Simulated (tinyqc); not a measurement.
Plane-wave Kohn-Sham cycle with exchange-only LDA in a layered model solid, step by step. One step of it, computed by the program tinyqc.

Task: Iteration 2: Hamiltonian at one k. H(m,m') = (k + G_m)^2/2 delta + V(G_m - G_m'), with V(-G) = V(G).

A solid whose potential varies along x alone (atomic units):
```
parameter                      value
period a                   15.400000
cross-section of the cell  15.000000
electrons per cell                 2
grid points                       16
plane waves -n..n, n               3
k points                           3
V1 in V1 cos(2 pi x/a)     -0.360000
V2 in V2 cos(4 pi x/a)     -0.220000
```

V(G_m), m = 0, 1, 2, ... (hartree): -0.122776  0.324316  -0.039163  0.018810  0.008211  0.001553  -0.001352

k = 0.000000 2 pi / a

Give: H.

Result:

H (hartree), lower triangle:
```
        -3      -2      -1      +0      +1     +2     +3
-3   0.626
-2   0.324   0.210
-1  -0.039   0.324  -0.040
+0   0.019  -0.039   0.324  -0.123
+1   0.008   0.019  -0.039   0.324  -0.040
+2   0.002   0.008   0.019  -0.039   0.324  0.210
+3  -0.001   0.002   0.008   0.019  -0.039  0.324  0.626
```
